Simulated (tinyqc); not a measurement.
Oxide trap near a transistor channel: two-state multiphonon kinetics, telegraph noise and bias instability: one step, computed by the program tinyqc. Command: `OMP_NUM_THREADS=1 python tinyqc.py 3001862 3001863 out.jsonl oxidetrap walk`. One thread of a shared host (Intel(R) Xeon(R) Processor @ 2.30GHz), about 0.01 s of CPU time with the checks.

An n-channel device under positive gate bias. The trap is empty (state 1) or holds an electron (state 2); both states are parabolas of equal curvature, and the electron reservoir is taken at the Fermi level of the channel.

Task: Many traps: 1/f noise. McWhorter number fluctuations for traps uniform in depth and energy: S_V = e^2 k_B T N_t lambda/(W L C_ox^2 f), C_ox = eps_ox eps_0/t_ox. The number of traps within k_B T in energy and one decade in time is N_t k_B T lambda ln(10) W L.

Inputs (values chosen for the exercise, with an insulator like Al2O3 on silicon):
```
quantity                     value         unit
insulator constant eps_ox     9.21            -
insulator thickness t_ox       5.5           nm
temperature T                  450            K
channel width W                 25           nm
channel length L                43           nm
frequency f                    700           Hz
trap density N_t           2.9e+18  cm^-3 eV^-1
```

Parts treated: one trap and an ensemble.

attenuation length lambda = 0.1109331 nm

Constants: eps_0 = 8.8541878128e-12 F/m; e = 1.602176634e-19 C; k_B = 8.617333262e-05 eV/K.

Give: C_ox; 1/f noise S_V(f); active traps per decade.

Result:

C_ox = 1.483 microF/cm^2

1/f noise S_V(f) = 1.936e-09 V^2/Hz

active traps per decade = 0.03088

With less than one active trap per decade a single device shows separate Lorentzians; 1/f is only the average over many devices. Caution: N_t k_B T lambda ln(10) W L, the number of active traps per decade, is below one, so S_V is only the mean over many devices.
